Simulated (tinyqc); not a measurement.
Regular and subregular solution with a miscibility gap: one step, computed by the program tinyqc. Command: `OMP_NUM_THREADS=1 python tinyqc.py 3030276 3030277 out.jsonl regsol walk`. One thread of a shared host (Intel(R) Xeon(R) Processor @ 2.30GHz), about 0.02 s of CPU time with the checks.

Per mole of mixing sites: G(x) = x (1 - x) [L0 + L1 (1 - 2x)] + R T [x ln x + (1 - x) ln(1 - x)], x the fraction of B.

Task: G, chemical potentials and activities. G' = L0 (1 - 2x) + L1 (1 - 6x + 6x^2) + R T ln[x/(1 - x)]; G'' = -2 L0 - 6 L1 (1 - 2x) + R T/[x (1 - x)]. mu_A = G - x G', mu_B = G + (1 - x) G', activity = exp(mu/(R T)).

Inputs (values chosen for the exercise, for a model alloy): asymmetry L1 = 4.8 kJ/mol; temperature T = 1257 K.

L0 = 29.2 kJ/mol

Constants: R = 8.314462618 J/(mol K).

Give: G, G'' and activities at x = 0.02, 0.1, 0.2, 0.35, 0.5, 0.65, 0.8, 0.9, 0.98.

Result:

G, G'' and activities at x = 0.02, 0.1, 0.2, 0.35, 0.5, 0.65, 0.8, 0.9, 0.98:

| x | G (kJ/mol) | G'' (kJ/mol) | activity of A | activity of B |
|---|---|---|---|---|
| 0.02 | -0.3620 | 447.18 | 0.9816 | 0.4391 |
| 0.10 | -0.4239 | 34.69 | 0.9366 | 1.2016 |
| 0.20 | -0.0970 | -10.36 | 0.9315 | 1.2680 |
| 0.35 | 0.2040 | -21.10 | 1.0015 | 1.0544 |
| 0.50 | 0.0557 | -16.59 | 1.1277 | 0.8963 |
| 0.65 | -0.4512 | -3.82 | 1.2315 | 0.8365 |
| 0.80 | -1.0186 | 24.20 | 1.1274 | 0.8592 |
| 0.90 | -1.1151 | 80.77 | 0.7690 | 0.9145 |
| 0.98 | -0.5426 | 502.48 | 0.1950 | 0.9806 |

G'' is negative at 4 of the nine compositions (0.2, 0.35, 0.5, 0.65), where the solution is unstable.
